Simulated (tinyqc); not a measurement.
Threshold of a short bulk MOSFET: charge sharing, barrier lowering, narrow width: effect of the body-source voltage.

n-channel device on a p-type body, depletion approximation, full ionisation. Uniform doping N = Na. Vbi from Boltzmann statistics is rough for the degenerate source. Cox = eps0 eox/tox.

ni = sqrt(Nc Nv) exp(-Eg/(2 Vt)), Eg in volts; 2 pB = 2 Vt ln(N/ni); flat band Vfb - Vt ln(N/Na); Wd = sqrt(2 eps0 eps_r (2 pB - Vbs)/(q N)); body term q N Wd/Cox; long-channel VT0 = flat band + 2 pB + body term; Vbi = Vt ln(N Nsd/ni^2); scale length l = sqrt((eps_r/eox) tox Wd). Charge sharing (trapezoid; it ignores Vds): F = (xj/L)(sqrt(1 + 2 Wd/xj) - 1), lowering = body term times F. Barrier lowering: th = exp(-L/(2 l)) + 2 exp(-L/l), lowering = th [2 (Vbi - 2 pB) + Vds], DIBL = th. Narrow width: rise = body term times xw Wd/W. VT by each model = VT0 - lowering + rise. DIBL under 0.001 mV/V is printed as 0.

Values chosen for this exercise; band and dielectric values close to those of silicon: temperature T = 400 K; band gap Eg = 1.14 eV; relative permittivity eps_r = 11.6; conduction-band density of states at T Nc = 4.3e19 cm^-3; valence-band density of states at T Nv = 4.1e19 cm^-3; relative permittivity of the gate insulator (close to silicon dioxide) eox = 3.9; insulator thickness tox = 4.8 nm; channel doping Na = 8.3e16 cm^-3; source and drain doping Nsd = 1e20 cm^-3; flat-band voltage for the doping Na Vfb = -0.94 V; junction depth xj = 100 nm; drain-source voltage Vds = 0.5 V; gate width W = 650 nm; shape factor of the fringing depletion at the width edges xw = 1.5708; channel length L = 360 nm.

Constants: q = 1.602176634e-19 C, kB = 1.380649e-23 J/K, Vt = kB T/q, eps0 = 8.8541878128e-14 F/cm where lengths are in cm. Results are converted to the units shown.

The same in every row: N (cm^-3) = 8.300e16.

Results:
```
Vbs (V)   VT0 (V)    L/l       F  DIBL (mV/V)  VT, charge sharing (V)  VT, barrier lowering (V)
0        -0.03554  9.308  0.2110        9.706                -0.02736                  0.003901
-0.3     0.001743  8.523  0.2418        14.50                 0.01563                   0.05715
-0.6      0.03380  7.987  0.2670        19.11                 0.05402                    0.1053
-1.2      0.08834  7.269  0.3073        27.79                  0.1226                    0.1927
-1.5       0.1124  7.009  0.3242        31.87                  0.1542                    0.2334
-1.8       0.1348  6.789  0.3395        35.80                  0.1845                    0.2726
-2.1       0.1559  6.600  0.3537        39.60                  0.2137                    0.3107
```

Estimate the missing row, Vbs = -0.9 V.

Computed row:
```
Vbs (V)  VT0 (V)    L/l       F  DIBL (mV/V)  VT, charge sharing (V)  VT, barrier lowering (V)
-0.9     0.06235  7.586  0.2884        23.54                 0.08940                    0.1502
```

With this row back in the table: As Vbs goes from 0 to -2.1, VT0 rises from -0.0355 to 0.156 V, DIBL rises from 9.71 to 39.6 mV/V, F rises from 0.211 to 0.354 and VT by barrier lowering rises from 0.00390 to 0.311 V. The apparent body effect -dVT/dVbs between the first two rows is 0.178 by barrier lowering and 0.143 by charge sharing, against 0.124 for a long device.

Numbers from tinyqc (`OMP_NUM_THREADS=1 python tinyqc.py 2002110 2002111 out.jsonl`; about 0.01 s on one thread of a shared Intel Xeon 2.30GHz).
